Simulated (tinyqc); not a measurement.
A ladder of methods, and size consistency: correlation methods against full CI in the sto-3g basis, for BeH2, spin multiplicity 1. Computed by the program tinyqc with PySCF. All electrons correlated; +Q is the Davidson correction (1 - c0^2) E_corr. The last columns treat two copies 100 angstrom apart as one system. FCI is the lowest singlet.

Geometry (angstrom):
```
atom       x        y       z
Be    0.0000   0.0000  0.0000
H     0.0000   1.5620  0.1870
H     0.0000  -1.5620  0.1870
```

RHF energy of one = -15.510612 hartree

Correlation energies (hartree):
```
method   E_corr of one  share of FCI (%)  E_corr of two at 100 angstrom  two minus twice one (mhartree)
MP2           -0.03043            62.368                       -0.06085                           0.000
CISD          -0.04721            96.761                       -0.09063                           3.782
CISD+Q        -0.04926           100.977                       -0.09760                           0.927
CCSD          -0.04806            98.517                       -0.09612                           0.000
CCSD(T)       -0.04843            99.281                       -0.09687                           0.000
FCI           -0.04879           100.000                              -                               -
```

What does the comparison show, and why?

MP2 recovers 62 %, CISD 96.8 % and CCSD 98.5 % of the FCI value (c0^2 = 0.956 in CISD). MP2 and coupled cluster are size consistent, so their last column vanishes; CISD loses 3.78 mhartree, since a double excitation on each copy is a quadruple of the pair, and the Davidson correction leaves +0.93.
